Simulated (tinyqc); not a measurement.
Quantum point contact as a saddle point with Zeeman splitting: one step of the calculation.

Potential V0 - m wx^2 x^2/2 + m wy^2 y^2/2; energies are counted from V0. Mode n = 0, 1, ... transmits T_n(E) = 1/(1 + exp(-2 pi (E - E_n)/wx)), E_n = wy (n + 1/2) +/- Ez/2 for the two spins, Ez = gs muB B, muB = q hbar/(2 m0); each spin carries q^2/h.

Question. Transmissions at the Fermi level. At zero temperature g = G/(2 q^2/h) = (1/2) sum T_n(mu); Fano factor sum T_n (1 - T_n)/sum T_n. Modes beyond those listed are in the sums but add less than 1e-4 to g.

Parameters, values chosen for the exercise:
- wy = 4 meV (transverse quantum hbar wy)
- wx = 2.4 meV (curvature of the barrier hbar wx)
- mu = 10.3 meV (Fermi level above the saddle point)
- gs = 5.1 (size of the g factor)
- B = 8 T (in-plane magnetic field)

Constants: q = 1.602176634e-19 C, hbar = 1.054571817e-34 J s, h = 6.62607015e-34 J s, m0 = 9.1093837015e-31 kg. Results are converted to the units shown.

Find: E_n; T_n; g; G; Fano factor.

Answer.

| mode | E_n (meV) | T_n |
|---|---|---|
| 0- | 0.82 | 1.000 |
| 1- | 4.82 | 1.000 |
| 2- | 8.82 | 0.980 |
| 3- | 12.82 | 0.001 |
| 4- | 16.82 | 0.000 |
| 0+ | 3.18 | 1.000 |
| 1+ | 7.18 | 1.000 |
| 2+ | 11.18 | 0.091 |
| 3+ | 15.18 | 0.000 |
| 4+ | 19.18 | 0.000 |

g = 2.536
G = 196.5 uS
Fano factor = 0.02050

Range of the model: Orbital effects of the in-plane field and interactions (such as the 0.7 feature) are left out.

Program tinyqc, `OMP_NUM_THREADS=1 python tinyqc.py 2740020 2740021 out.jsonl`; Intel Xeon 2.30GHz, shared host, one thread, about 0.03 s.
